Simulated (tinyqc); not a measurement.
The pair band in time: hydrogenic impurity: series, fields, screening, photoionisation and donor-acceptor pairs. Computed by tinyqc, a small Python program. Command: `OMP_NUM_THREADS=1 python tinyqc.py 3000472 3000473 out.jsonl hydrogenic walk`. One thread of a shared host (Intel(R) Xeon(R) Processor @ 2.30GHz), about 0.01 s of CPU time with the checks.

One isotropic, parabolic band. Effective units: Ry* and a*, in which H = -nabla^2 - 2/r.

Inputs (values chosen for the exercise, modelled on CdS):
```
quantity                 value   unit
electron mass m          0.202    m_0
dielectric constant eps    8.7      -
donor density N          4e+17  cm^-3
gap E_g                   2.54     eV
acceptor depth E_A         175    meV
rate prefactor W_0       3e+06    1/s
```

Parts treated: screening and pairs.

Constants: Ry = 13.605693123 eV; a_0 = 0.529177210903 angstrom; h x 1 THz = 4.135667696 meV; e^2/(4 pi eps_0) = 14.39964548 eV angstrom.

Method:
- Ry* = Ry m/eps^2, a* = a_0 eps/m; level n is bound by Ry*/n^2; <r> = (3/2) a* in 1s; lines 1s -> np at Ry* (1 - 1/n^2); 1 THz = 4.135667696 meV.
- Wigner-Seitz radius r_s = (3/(4 pi N))^(1/3); Mott criterion N_c^(1/3) a* = 0.26; overlap of two 1s orbitals at distance d: S = exp(-x)(1 + x + x^2/3), x = d/a*, with d = N^(-1/3).
- No-phonon line h nu(r) = E_g - Ry* - E_A + e^2/(4 pi eps_0 eps r); rate W(r) = W_0 exp(-2 r/a*), the donor being the shallower centre; lifetime 1/W; zero field.
- At delay t after a pulse the emission comes mostly from pairs with W(r) t = 1, so r = (a*/2) ln(W_0 t).

a* = 22.7913 angstrom

Ry* = 36.3106 meV

r_s = 84.1945 angstrom

Dominant pairs:
```
delay (s)  r (angstrom)  Coulomb term (meV)  photon energy (eV)
0.001             91.24              18.141              2.3468
0.01             117.48              14.089              2.3428
0.1              143.72              11.517              2.3402
1                169.96               9.739              2.3384
10               196.20               8.436              2.3371
100              222.43               7.441              2.3361
1000             248.67               6.656              2.3353
```

What does the comparison show, and why?

Over six decades of delay the band moves down by 11.49 meV, since close pairs, which emit at higher energy, decay first; the shift per decade shrinks from 4.05 to 0.79 meV. At the donor density N = 4e+17 cm^-3 pairs as wide as in the last rows are rare, so those rows are formal.
